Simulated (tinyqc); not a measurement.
Loss and coupling from a measured resonance.

Question. An all-pass ring of radius Rr has F = FSR/FWHM = pi sqrt(a t)/(1 - a t) and Tmin = (a - t)^2/(1 - a t)^2; it is known to be overcoupled (t < a). a = 10^(-al L/20), L = 2 pi Rr, k2 = 1 - t^2, FSR = lam^2/(ng L). Find ng, al and k2.

Parameters, values chosen for the exercise:
- lam = 1310 nm (cold resonance wavelength)
- Rr = 50 um (ring radius)

FSR = 2.626209595 nm
FWHM = 4.813167634 pm
Tmin (linear) = 0.2863808643

Answer. The finesse gives the product a t, Tmin the difference |a - t|; the spectrum alone cannot tell which is which.

ng = 2.08
al = 0.370 dB/cm
k2 = 0.00880

Numbers from tinyqc (`OMP_NUM_THREADS=1 python tinyqc.py 2650110 2650111 out.jsonl`; about 0.01 s on one thread of a shared Intel Xeon 2.30GHz).
